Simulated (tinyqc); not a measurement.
From results back to parameters: localisation in a chain with random site energies (transfer matrices). Four cases, with inputs chosen for the exercise.

Problem. In the localised range mean ln T = c - 2N/xi, xi being the localisation length in sites, and site energies spread evenly over a width W give xi = 24 (4t^2 - E^2)/W^2 for weak disorder. The two means come from a hidden xi.

Case 1.

Values chosen:
- t = 1.25 eV (hopping)
- E = -1.34 eV (energy)
- N1 = 68 (first length)
- N2 = 135 (second length)

mean ln T: N1 -3.85667, N2 -7.43000

Case 2.

Values chosen:
- t = 1.02 eV (hopping)
- E = -0.4 eV (energy)
- N1 = 48 (first length)
- N2 = 142 (second length)

mean ln T: N1 -2.67373, N2 -7.71394

Case 3.

Values chosen:
- t = 1.88 eV (hopping)
- E = -1.66 eV (energy)
- N1 = 58 (first length)
- N2 = 127 (second length)

mean ln T: N1 -7.21476, N2 -15.42905

Case 4.

Values chosen:
- t = 1.41 eV (hopping)
- E = -1.02 eV (energy)
- N1 = 54 (first length)
- N2 = 140 (second length)

mean ln T: N1 -4.45385, N2 -11.06923

Find: xi; W.

Solution. The slope gives xi = 2 (N2 - N1)/(difference of the means), and W = sqrt(24 (4t^2 - E^2)/xi).

Case 1.

xi = 37.5 sites
W = 1.69 eV

Case 2.

xi = 37.3 sites
W = 1.60 eV

Case 3.

xi = 16.8 sites
W = 4.03 eV

Case 4.

xi = 26.0 sites
W = 2.53 eV

Computed by tinyqc, one run a case: `OMP_NUM_THREADS=1 python tinyqc.py N N+1 out.jsonl` with N = 1482589, 1482646, 1482656, 1482831; one thread of a shared Intel(R) Xeon(R) Processor @ 2.30GHz, about 0.1 s a run at most.
